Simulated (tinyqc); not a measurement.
What each parameter does: ellipsoidal valleys in the axes of a wafer and a channel.

Valleys with axes a along [111], [1-1-1], [-11-1] and [-1-11], one whole valley each; inverse mass tensor w = 1/mt + (1/ml - 1/mt) a a. Device axes: z = nz/|nz|, x = nx/|nx|, y = z cross x; in them a = (ax, ay, az). Confinement mass mz = 1/w_zz. In the plane w_ij is replaced by u_ij = w_ij - w_iz w_jz/w_zz (i, j = x, y); density-of-states mass md = 1/sqrt(det u); conductivity mass along x mc = 1/u_xx; ballistic transport mass mx = u_yy/det u, width mass my = 1/u_yy.

Hard walls: E_n = c (n pi/t)^2/mz, c = hbar^2/2m0, n = 1, 2, 3. Non-degenerate share of a valley proportional to md sum_n exp(-E_n/kT); mean 1/mc = sum of share/mc. 1 nm = 10 angstrom.

Constants: hbar^2/2m0 = 3.80998211 eV angstrom^2; kB = 8.617333262e-05 eV/K.

Values chosen for the exercise (near those of the L valleys of GaAs; shifted at random, so the results belong to these values and not to a real crystal): ml = 1.894 m0 (longitudinal mass); mt = 0.075 m0 (transverse mass); nz = (1, 1, 1) (surface normal (confinement)); nx = (1, -1, 0) (channel direction); t = 5.4 nm (thickness of the film); T = 300 K (temperature).

Lowest E1, its share and the mean conductivity mass.

One parameter was then changed.

Results before and after:

| case | lowest E1 (meV) | share | mean mc (m0) |
|---|---|---|---|
| base | 6.81 | 0.9700 | 0.0761 |
| changed | 6.81 | 0.9506 | 0.0850 |

Which of these changes was made? (a) ml = 2.083 m0; (b) t = 5.94 nm; (c) mt = 0.083 m0; (d) T = 270 K.
Answer: (c) mt = 0.083 m0. Of the candidates, run in turn, only this one gives the changed row.

All candidates:

| case | lowest E1 (meV) | share | mean mc (m0) |
|---|---|---|---|
| base | 6.81 | 0.9700 | 0.0761 |
| ml = 2.083 m0 | 6.19 | 0.9703 | 0.0761 |
| mt = 0.083 m0 | 6.81 | 0.9506 | 0.0850 |
| t = 5.94 nm | 5.63 | 0.9285 | 0.0777 |
| T = 270 K | 6.81 | 0.9831 | 0.0756 |

Run: tinyqc, `OMP_NUM_THREADS=1 python tinyqc.py 1851095 1851096 out.jsonl`; Intel(R) Xeon(R) Processor @ 2.30GHz, one thread, shared host; about 0.01 s of CPU time with all checks.
